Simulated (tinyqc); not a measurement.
## Illuminated p-n diode, drift-diffusion by the Gummel loop with Scharfetter-Gummel fluxes: Solar-cell figures against the SRH lifetime of electrons

Abrupt junction at x = 0, p side from -Lp, n side to Ln, ohmic contacts. psi is counted from the intrinsic level; n = ni exp((psi - phin)/Vt), p = ni exp((phip - psi)/Vt). Contacts: p side psi = V - Vt ln(Na/ni), p = Na, n = ni^2/Na; n side psi = Vt ln(Nd/ni), n = Nd, p = ni^2/Nd. Constant mobilities, D = mu Vt, Boltzmann statistics, SRH recombination through a mid-gap level, U = (n p - ni^2)/(tp (n + ni) + tn (p + ni)). Current is positive from the p contact to the n contact.

ni = sqrt(Nc Nv) exp(-Eg/(2 Vt)), Eg in volts. Poisson and both continuity equations are solved self-consistently with Scharfetter-Gummel fluxes on a graded mesh of 500 nodes. Jsc = -J(0), collected share Jsc/(q G (Lp + Ln)), estimate q G [W + Le tanh(wp/2 Le) + Lh tanh(wn/2 Lh)] at V = 0 with Le = sqrt(Dn tn), Lh = sqrt(Dp tp), W, wp = Lp - xp and wn = Ln - xn from the depletion approximation; J(Voc) = 0; Vmp maximises -J V; FF = Pmax/(Jsc Voc).

Values chosen for this exercise; band and dielectric values those of a made-up semiconductor:
```
symbol    value        unit                                 meaning
T           275           K                             temperature
Eg         1.73          eV                                band gap
eps_r      13.3                               relative permittivity
Nc      4.76e17       cm^-3  conduction-band density of states at T
Nv      9.92e18       cm^-3     valence-band density of states at T
Na       1.2e17       cm^-3          acceptor density of the p side
Nd       1.2e17       cm^-3             donor density of the n side
mun        4100  cm^2/(V s)                       electron mobility
mup         200  cm^2/(V s)                           hole mobility
tp        1e-10           s                   SRH lifetime of holes
Lp          1.4          um                    length of the p side
Ln          5.7          um                    length of the n side
G          5e20  cm^-3 s^-1                 uniform generation rate
```

Constants: q = 1.602176634e-19 C, kB = 1.380649e-23 J/K, Vt = kB T/q, eps0 = 8.8541878128e-14 F/cm where lengths are in cm. Results are converted to the units shown.

Solar-cell figures against the SRH lifetime of electrons:
```
tn (s)  Jsc (mA/cm^2)  collected share (%)  estimate of Jsc (mA/cm^2)  Voc (V)  Vmp (V)     FF  Pmax (mW/cm^2)
1e-10            7.84                 13.8                       7.89     1.14    0.998  0.784            7.02
1e-9             8.42                 14.8                       8.46     1.19     1.05  0.797            7.99
1e-8             8.49                 14.9                       8.53     1.22     1.09  0.810            8.40
1e-7             8.50                 14.9                       8.54     1.24     1.12  0.825            8.66
1e-6             8.50                 14.9                       8.54     1.24     1.14  0.836            8.83
```

What does the table show?

As tn rises from 1e-10 to 1e-6, the collected share rises from 13.8 to 14.9 %, Voc rises from 1.14 to 1.24 V and FF rises from 0.784 to 0.836. The estimate of Jsc is within 0.63 % in all rows.

Numbers from tinyqc (`OMP_NUM_THREADS=1 python tinyqc.py 2240037 2240038 out.jsonl`; about 0.8 s on one thread of a shared Intel Xeon 2.30GHz).
